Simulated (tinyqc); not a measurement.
# Worked calculation: reverse leakage of an n+-p junction: diffusion, generation, trap-assisted and band-to-band tunnelling

Computed by the program tinyqc: `OMP_NUM_THREADS=1 python tinyqc.py 2290057 2290058 out.jsonl`, one thread of a shared Intel Xeon 2.30GHz, about 0.01 s for the whole run. Printed values are rounded; ~0 in a residual or rate marks an entry under 1e-11 of the largest of its column.

One-sided abrupt junction in the depletion approximation, x from the junction (0) to W on the p side, field F = F0 (1 - x/W). Flat quasi-Fermi levels, long p side. Traps generate through SRH with both lifetimes shortened by 1 + Gamma (Hurkx enhancement, form for moderate fields); band-to-band generation is local and needs a total bending above Eg.

Parameters, values chosen for the exercise; band and dielectric values close to those of In0.53Ga0.47As:
- T = 400 K (temperature)
- Eg = 0.733 eV (band gap)
- eps_r = 14 (relative permittivity)
- Nc = 3.19e17 cm^-3 (conduction-band density of states at T)
- Nv = 1.17e19 cm^-3 (valence-band density of states at T)
- Na = 3.6e16 cm^-3 (acceptor density of the lighter side)
- Nd = 1e19 cm^-3 (donor density of the heavier side)
- tau = 1e-7 s (SRH lifetime of both carriers at zero field)
- Et = 0 eV (trap level above the intrinsic level)
- mt = 0.047 m0 (tunnelling mass)
- Dn = 3.6 cm^2/s (electron diffusion coefficient on the lighter side)
- Ab = 2.7e16 cm^-0.5 V^-2.5 s^-1 (band-to-band prefactor)
- Bb = 5.78e6 V/cm (band-to-band field constant)
- VR = 2 V (reverse bias)

Constants: q = 1.602176634e-19 C, kB = 1.380649e-23 J/K, hbar = 1.054571817e-34 J s, m0 = 9.1093837015e-31 kg, Vt = kB T/q, eps0 = 8.8541878128e-14 F/cm where lengths are in cm. Results are converted to the units shown.

Range of the model: The n+ side is degenerate, so Vbi from Boltzmann statistics is only a guide.

## Field, scales and diffusion current

ni = sqrt(Nc Nv) exp(-Eg/(2 Vt)), Eg in volts; Vbi = Vt ln(Na Nd/ni^2); W = sqrt(2 eps0 eps_r (Vbi + VR)/(q Na)); F0 = 2 (Vbi + VR)/W; FG = sqrt(24 mt m0 (kB T)^3)/(q hbar); J_diff = q ni^2 sqrt(Dn/tau)(1 - exp(-VR/Vt))/Na.

ni = 4.65899e13 cm^-3
Vbi = 0.652387 V
W = 337.649 nm
F0 = 157.109 kV/cm
FG = 246.222 kV/cm
J_diff = 5.79618e-5 A/cm^2

## Generation rates across the layer

u = (Vbi + VR)(1 - x/W)^2, p = Na exp(-u/Vt), n = Nd exp((u - Vbi - VR)/Vt); G0 = ni^2 (1 - exp(-VR/Vt))/(tau (n + p + 2 ni cosh(Et/Vt))); Gamma = 2 sqrt(3 pi)(F/FG) exp((F/FG)^2); trap-assisted part G0 Gamma; G_bb = Ab F^2.5 exp(-Bb/F) with F in V/cm, zero unless Vbi + VR > Eg. 12 equal steps.

```
point   x (nm)  F (kV/cm)     Gamma  G0 (cm^-3 s^-1)  G0 Gamma (cm^-3 s^-1)  G_bb (cm^-3 s^-1)
0        0.000    157.109   5.88654       2.17060e15             1.27773e16         2.78165e13
1       28.137    144.017   5.05626       1.56011e20             7.88835e20         7.89450e11
2       56.275    130.924   4.33162       2.32948e20             1.00904e21         1.12418e10
3       84.412    117.832   3.69456       2.32949e20             8.60645e20          6.39882e7
4      112.550    104.739   3.12994       2.32949e20             7.29116e20          1.03584e5
5      140.687     91.647   2.62497       2.32949e20             6.11485e20                 ~0
6      168.824     78.555   2.16878       2.32949e20             5.05214e20                 ~0
7      196.962     65.462   1.75197       2.32807e20             4.07871e20                 ~0
8      225.099     52.370   1.36636       2.16741e20             2.96146e20                 ~0
9      253.237     39.277   1.00469       5.61317e19             5.63948e19                 ~0
10     281.374     26.185  0.660389       5.00205e18             3.30330e18                 ~0
11     309.512     13.092  0.327406       1.02433e18             3.35372e17                 ~0
12     337.649      0.000         0       6.01392e17                      0                  0
```

## Current components

Each current is q times the trapezoid sum of its rate; J adds J_diff; J_bb under 1e-8 of the sum is given as 0.

J_SRH = 8.26230e-4 A/cm^2
J_TAT = 0.00237505 A/cm^2
J_bb = 0 A/cm^2
J = 0.00325924 A/cm^2

A fine grid gives J = 0.003185 A/cm^2; the coarse sum is 2.3 % above it. On the fine grid the largest part is trap-assisted tunnelling (72.6 %). The simple estimate q ni W/(2 tau cosh(Et/Vt)) is 55 % above the fine-grid J_SRH of 8.155e-4 A/cm^2, since near both edges n or p is large enough to quench generation.
